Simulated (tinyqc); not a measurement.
Inside a calculation. Model: reset of a mushroom phase-change cell, hemispherical electro-thermal model.

Numbers from tinyqc (`OMP_NUM_THREADS=1 python tinyqc.py 2490006 2490007 out.jsonl`; about 0.01 s on one thread of a shared Intel Xeon 2.30GHz). Printed values are rounded.

Current spreads from a hemispherical contact of radius r0 into a large dome with constant rho and ka: j = I/(2 pi r^2). With s = r0/r the steady rise is T - T0 = c (b s - s^2), c = I^2 rho/(8 pi^2 ka r0^2). The heat lost through the heater, (T(r0) - T0)/Rh, fixes b = (2 + g)/(1 + g), g = 1/(2 pi ka r0 Rh).

Inputs (values chosen for the exercise); values of the order of Ge-Sb-Te and related chalcogenides:
```
symbol  value     unit                                            meaning
T0        300        K                                ambient temperature
Tm        892        K                                      melting point
r0          9       nm                       radius of the heater contact
rho       4.3  mohm cm                resistivity of the hot chalcogenide
ka        0.7  W/(m K)                           its thermal conductivity
Rh         40     K/uW  thermal resistance of the path through the heater
I         350       uA                                      reset current
```

Range of the model: Constant properties, no latent heat, thermoelectric terms, boundary resistance or heating in the heater itself.

## Constants and melting current

The peak lies at s = b/2 with the rise c b^2/4; melting starts at the current where that equals Tm - T0, and the molten shell spans the roots of s^2 - b s + (Tm - T0)/c = 0 (s at most 1). Electrical resistance rho/(2 pi r0).

g = 0.631567
b = 1.61291
resistance = 0.760407 kohm
radius of the peak = 11.1600 nm
melting current = 307.846 uA
power at that current = 72.0631 uW

## Temperature profile and molten shell

r, point 0 to 7 (nm): 9  10.3  12.2  14.4  18  23.4  31.5  45

As before.

c = 1176.61 K
T, point 0 to 7 (K): 1021.15  1059.89  1059.67  1026.49  954.728  855.853  746.167  632.488
peak T = 1065.23 K
inner radius of the melt = 9 nm
outer radius of the melt = 21.2890 nm

The melt reaches the contact. In this hemispherical model any closed shell already blocks the current after the quench.
